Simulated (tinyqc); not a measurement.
Shortcuts against the integral: sheet resistance and Hall data of a diffused or implanted layer. Computed by tinyqc, a small Python program. Command: `OMP_NUM_THREADS=1 python tinyqc.py 3005953 3005954 out.jsonl layer walk`. One thread of a shared host (Intel(R) Xeon(R) Processor @ 2.30GHz), about 0.01 s of CPU time with the checks.

Carriers are taken equal to the net active doping down to the junction (full ionisation, which deep dopants in wide-gap hosts do not reach; no spill-over, no depletion), and the Hall factor is 1.

Inputs (values chosen for the exercise, modelled on aluminium in 4H-SiC):
```
quantity                                 value        unit
mu_min                                    15.5  cm^2/(V s)
mu_max                                     127  cm^2/(V s)
N_ref                                  1.8e+19      1/cm^3
exponent alpha                            0.34           -
peak concentration N_0                   1e+19      1/cm^3
length scale l                             130          nm
background doping N_B (opposite type)  3.8e+15      1/cm^3
```

Profile: Gaussian at the surface. Activation: complete.

Constants: e = 1.602176634e-19 C.

Method:
- N(x) = N_0 exp(-x^2/l^2), dose N_0 l sqrt(pi)/2, junction x_j = l sqrt(ln(N_0/N_B)).
- Mobility mu = mu_min + (mu_max - mu_min)/(1 + (N_t/N_ref)^alpha), N_t = active doping + N_B; carriers n = active doping - N_B, all dopants active.
- Integrals from x_0 (0 unless stated) to x_j by the midpoint rule on 400 even intervals: 1/R_s = e int n mu dx; sheet density n_s = int n dx; Hall sheet density (int n mu dx)^2/int n mu^2 dx; Hall mobility int n mu^2 dx/int n mu dx.
- Mean conductivity 1/(R_s x_j); mean mobility 1/(e n_s R_s).
- Shortcuts: R_s = 1/(e Q mu) with the dose Q and the mobility at the (active) peak concentration; 1/(e n_s mu) with mu at N_t = n_s/x_j + N_B; 1/(e Q mu_max).

sheet resistance R_s = 667.887 ohm

dose = 1.15210e+14 1/cm^2

sheet density n_s = 1.15063e+14 1/cm^2

junction depth x_j = 364.819 nm

Sheet resistances:
```
method                                   R_s (ohm)  deviation (%)
integral                                    667.89          0.000
dose, mobility at the peak                  705.42          5.619
n_s, mobility at the mean concentration     621.50         -6.946
dose, mu_max                                426.58        -36.130
```

What does the comparison show, and why?

The closest shortcut is «dose, mobility at the peak» (+5.6 %). The peak mobility is the lowest in the layer, so with full activation it overestimates R_s.

Extremes, crossings and ranges named in words are read from the listed rows.
